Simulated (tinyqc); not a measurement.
# Transfer-length model of a contact: what changes with what

A metal contact of length d and width W on a thin layer of the same width. The metal has no resistance, the sheet resistance under it equals Rsh, and current enters the layer at the front edge x = 0.

Inputs (values chosen for the exercise):
- Rsh = 840 ohm/sq (sheet resistance of the semiconductor layer)
- rc = 4.6e-8 ohm cm^2 (specific contact resistivity)
- d = 0.14 um (contact length)
- W = 0.51 um (contact width)

Each table varies one quantity; the others keep the values above.

## Effect of the contact resistivity

Transfer length Lt = sqrt(rc/Rsh); front resistance Rc = (Rsh Lt/W) coth(d/Lt); end resistance Re = (Rsh Lt/W)/sinh(d/Lt).

Result of one run:

| rc (ohm cm^2) | Lt (um) | d/Lt | Rc W (ohm um) |
|---|---|---|---|
| 7.6e-8 | 0.09512 | 1.472 | 88.78 |

What becomes of these results when the specific contact resistivity rc is changed from 7.6e-8 to 9.7e-9 ohm cm^2, all else the same?

Result of the changed run:

| rc (ohm cm^2) | Lt (um) | d/Lt | Rc W (ohm um) |
|---|---|---|---|
| 9.7e-9 | 0.03398 | 4.120 | 28.56 |

The whole series:

| rc (ohm cm^2) | Lt (um) | d/Lt | Rc W (ohm um) |
|---|---|---|---|
| 1.2e-9 | 0.01195 | 11.71 | 10.04 |
| 3.5e-9 | 0.02041 | 6.859 | 17.15 |
| 9.7e-9 | 0.03398 | 4.120 | 28.56 |
| 2.7e-8 | 0.05669 | 2.469 | 48.31 |
| 7.6e-8 | 0.09512 | 1.472 | 88.78 |
| 2.1e-7 | 0.1581 | 0.8854 | 187.3 |
| 6e-7 | 0.2673 | 0.5238 | 467.1 |
| 1.7e-6 | 0.4499 | 0.3112 | 1253 |

Rc W rises from 10.0 to 1250 ohm um, as rc^(0.50) between the first two rows (d/Lt = 12) and rc^(0.95) between the last two (d/Lt = 0.31); a long contact gives the power 1/2 and a short one 1. In 1 of the 8 rows Lt is below 20 nm, near the thickness of a real layer, where current spreads in depth and the line model fails.

## Effect of the contact length

Same model as above.

Results:

| d (um) | d/Lt | Rc W (ohm um) | rc/d (ohm um) | Re/Rc |
|---|---|---|---|---|
| 0.0085 | 0.1149 | 543.6 | 541.2 | 0.9934 |
| 0.013 | 0.1757 | 357.5 | 353.8 | 0.9848 |
| 0.02 | 0.2703 | 235.6 | 230.0 | 0.9646 |
| 0.03 | 0.4054 | 161.6 | 153.3 | 0.9231 |
| 0.045 | 0.6081 | 114.5 | 102.2 | 0.8399 |
| 0.069 | 0.9324 | 84.95 | 66.67 | 0.6816 |
| 0.1 | 1.351 | 71.09 | 46.00 | 0.4853 |
| 0.16 | 2.162 | 63.83 | 28.75 | 0.2272 |
| 0.37 | 5.000 | 62.17 | 12.43 | 0.01348 |

Estimate the missing row, d = 0.24 um.

Computed row:

| d (um) | d/Lt | Rc W (ohm um) | rc/d (ohm um) | Re/Rc |
|---|---|---|---|---|
| 0.24 | 3.243 | 62.35 | 19.17 | 0.07796 |

With this row back in the table: Rc W falls from 544 to 62.2 ohm um, as d^(-0.99) between the first two rows. It levels off at sqrt(rc Rsh) = 62.2 ohm um and, among the rows, is within 5 % of that from d = 0.16 um on (Lt = 0.0740 um): metal beyond two transfer lengths lowers Rc by less than 4 %.

Program tinyqc, `OMP_NUM_THREADS=1 python tinyqc.py 2760024 2760025 out.jsonl`; Intel Xeon 2.30GHz, shared host, one thread, about 0.01 s.
